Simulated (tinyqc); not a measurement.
# Reverse leakage of an n+-p junction: diffusion, generation, trap-assisted and band-to-band tunnelling: leakage components against the reverse bias

One-sided abrupt junction in the depletion approximation, x from the junction (0) to W on the p side, field F = F0 (1 - x/W). Flat quasi-Fermi levels, long p side. Traps generate through SRH with both lifetimes shortened by 1 + Gamma (Hurkx enhancement, form for moderate fields); band-to-band generation is local and needs a total bending above Eg.

ni = sqrt(Nc Nv) exp(-Eg/(2 Vt)), Eg in volts; Vbi = Vt ln(Na Nd/ni^2); W = sqrt(2 eps0 eps_r (Vbi + VR)/(q Na)); F0 = 2 (Vbi + VR)/W; FG = sqrt(24 mt m0 (kB T)^3)/(q hbar); J_diff = q ni^2 sqrt(Dn/tau)(1 - exp(-VR/Vt))/Na. u = (Vbi + VR)(1 - x/W)^2, p = Na exp(-u/Vt), n = Nd exp((u - Vbi - VR)/Vt); G0 = ni^2 (1 - exp(-VR/Vt))/(tau (n + p + 2 ni cosh(Et/Vt))); Gamma = 2 sqrt(3 pi)(F/FG) exp((F/FG)^2); trap-assisted part G0 Gamma; G_bb = Ab F^2.5 exp(-Bb/F) with F in V/cm, zero unless Vbi + VR > Eg. Currents are q times the integrals over 0 to W; J_bb under 1e-8 of J is printed as 0; rows with F0/FG above 2.2, beyond the range of this Gamma, are left out.

Values chosen for this exercise; band and dielectric values close to those of silicon:
- T = 250 K (temperature)
- Eg = 1.11 eV (band gap)
- eps_r = 11.9 (relative permittivity)
- Nc = 2.12e19 cm^-3 (conduction-band density of states at T)
- Nv = 2.05e19 cm^-3 (valence-band density of states at T)
- Na = 1.9e17 cm^-3 (acceptor density of the lighter side)
- Nd = 1e19 cm^-3 (donor density of the heavier side)
- tau = 1e-7 s (SRH lifetime of both carriers at zero field)
- Et = 0.09 eV (trap level above the intrinsic level)
- mt = 0.25 m0 (tunnelling mass)
- Dn = 13 cm^2/s (electron diffusion coefficient on the lighter side)
- Ab = 6.9e14 cm^-0.5 V^-2.5 s^-1 (band-to-band prefactor)
- Bb = 1.93e7 V/cm (band-to-band field constant)

Constants: q = 1.602176634e-19 C, kB = 1.380649e-23 J/K, hbar = 1.054571817e-34 J s, m0 = 9.1093837015e-31 kg, Vt = kB T/q, eps0 = 8.8541878128e-14 F/cm where lengths are in cm. Results are converted to the units shown.

Leakage components against the reverse bias:

| VR (V) | F0 (kV/cm) | F0/FG | J_diff (A/cm^2) | J_SRH (A/cm^2) | J_TAT (A/cm^2) | J_bb (A/cm^2) | J (A/cm^2) | largest part |
|---|---|---|---|---|---|---|---|---|
| 0.2 | 263 | 0.936 | 1.76e-16 | 7.18e-12 | 4.16e-11 | 0 | 4.88e-11 | trap-assisted tunnelling |
| 1 | 339 | 1.21 | 1.76e-16 | 1.77e-11 | 1.78e-10 | 0 | 1.96e-10 | trap-assisted tunnelling |
| 1.8 | 402 | 1.43 | 1.76e-16 | 2.56e-11 | 4.24e-10 | 0 | 4.49e-10 | trap-assisted tunnelling |
| 2.6 | 456 | 1.62 | 1.76e-16 | 3.23e-11 | 8.65e-10 | 2.10e-15 | 8.98e-10 | trap-assisted tunnelling |
| 3.4 | 504 | 1.80 | 1.76e-16 | 3.82e-11 | 1.66e-9 | 1.88e-13 | 1.70e-9 | trap-assisted tunnelling |
| 4.2 | 548 | 1.95 | 1.76e-16 | 4.35e-11 | 3.09e-9 | 5.87e-12 | 3.14e-9 | trap-assisted tunnelling |
| 5 | 588 | 2.10 | 1.76e-16 | 4.84e-11 | 5.66e-9 | 9.18e-11 | 5.80e-9 | trap-assisted tunnelling |

J rises from 4.88e-11 to 5.80e-9 A/cm^2. Trap-assisted tunnelling leads at VR = 0.2 and in all other rows. The ratio J_TAT/J_SRH goes from 5.80 to 117 as F0/FG goes from 0.936 to 2.10.

Range of the model: The n+ side is degenerate, so Vbi from Boltzmann statistics is only a guide.

Computed by the program tinyqc: `OMP_NUM_THREADS=1 python tinyqc.py 2290015 2290016 out.jsonl`, one thread of a shared Intel Xeon 2.30GHz, about 0.01 s for the whole run.
